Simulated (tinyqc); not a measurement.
Inside a calculation. Method: plane-wave Kohn-Sham cycle with exchange-only LDA in a layered model solid. One step of it, computed by the program tinyqc.

Problem. Iteration 1: Hamiltonian at one k. H(m,m') = (k + G_m)^2/2 delta + V(G_m - G_m'), with V(-G) = V(G).

A solid whose potential varies along x alone (atomic units):
```
parameter,value
period a,5.900000
cross-section of the cell,40.000000
electrons per cell,2
grid points,16
"plane waves -n..n, n",3
k points,2
V1 in V1 cos(2 pi x/a),-0.250000
```

V(G_m), m = 0, 1, 2, ... (hartree): -0.200769  -0.125000  0.000000  0.000000  0.000000  0.000000  0.000000

k = 0.250000 2 pi / a

Give: H.

Solution.

H (hartree):
```
,-3,-2,-1,+0,+1,+2,+3
-3,4.0876,-0.1250,0.0000,0.0000,0.0000,0.0000,0.0000
-2,-0.1250,1.5358,-0.1250,0.0000,0.0000,0.0000,0.0000
-1,0.0000,-0.1250,0.1182,-0.1250,0.0000,0.0000,0.0000
+0,0.0000,0.0000,-0.1250,-0.1653,-0.1250,0.0000,0.0000
+1,0.0000,0.0000,0.0000,-0.1250,0.6853,-0.1250,0.0000
+2,0.0000,0.0000,0.0000,0.0000,-0.1250,2.6700,-0.1250
+3,0.0000,0.0000,0.0000,0.0000,0.0000,-0.1250,5.7888
```
